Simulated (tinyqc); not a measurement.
Berg model of reactive sputtering of a nitride or oxide: poisoning, hysteresis and pumping speed. From critical pumping speed back to target area A_t. Computed by tinyqc, a small Python program. Command: `OMP_NUM_THREADS=1 python tinyqc.py 3012575 3012576 out.jsonl berg inv`. One thread of a shared host (Intel(R) Xeon(R) Processor @ 2.30GHz), about 0.04 s of CPU time with the checks.

A diatomic gas reacts with bare metal on the target and on the collecting surfaces; ions remove metal and compound from the target. theta_t and theta_c are the compound fractions.

Inputs (values chosen for the exercise, close to those used for titanium dioxide): ion current density J = 26 mA/cm^2; collecting area A_c = 5300 cm^2; metal yield Y_m = 0.51; compound yield Y_c = 0.035; sticking coefficient alpha = 0.28; reactive atoms per metal atom z = 2; gas mass M = 32 u; pumping speed S = 40 l/s; gas temperature T = 300 K.

Constants: e = 1.602176634e-19 C; u = 1.6605390666e-27 kg; k_B = 1.380649e-23 J/K.

Method. Ion flux j = J/e; gas flux F = P/sqrt(2 pi M k_B T). Target: (2/z) alpha F (1 - theta_t) = j Y_c theta_t. Sputtered flows F_c = j Y_c theta_t A_t, F_m = j Y_m (1 - theta_t) A_t. Collector: (2/z) alpha F (1 - theta_c) A_c + F_c (1 - theta_c) = F_m theta_c. Gas use Q = alpha F [(1 - theta_t) A_t + (1 - theta_c) A_c] + P S/(k_B T); 1 sccm = 4.4780e17 molecules/s. Rate R = F_m + F_c, given relative to j Y_m A_t. P is a single-valued function of the flow Q only if dQ/dP > 0 everywhere: S must exceed k_B T times the steepest fall of the surface terms with P.

Task: A run gave the result below. Find the target area A_t, known to lie between 150 and 290 cm^2.

critical pumping speed = 740.5159 l/s

Result:

Each step takes the trial c = (a f_b - b f_a)/(f_b - f_a), f being the result less the target and a, b, c the logarithms of the listed values; c replaces end b, the old b replaces a if the sign of f changed, and otherwise f_a is halved.

Scan of the range:
```
target area A_t (cm^2)  critical pumping speed (l/s)
150                                          648.055
167                                          672.860
187                                          698.952
209                                          724.490
233                                          749.265
260                                          773.998
290                                          798.306
```

False position (Illinois rule, in the logarithm of the input) inside the bracket:
```
step    end a    end b    trial  critical pumping speed (l/s)
1     209.000  233.000  224.225                       740.541
2     209.000  224.225  224.175                       740.491
3     224.225  224.175  224.200                       740.516
```

Critical pumping speed rises at every point of a 13-point scan of the range (every second point is shown), so one value fits; it is bracketed by 209 and 233. Answer: target area A_t = 224.2 cm^2.
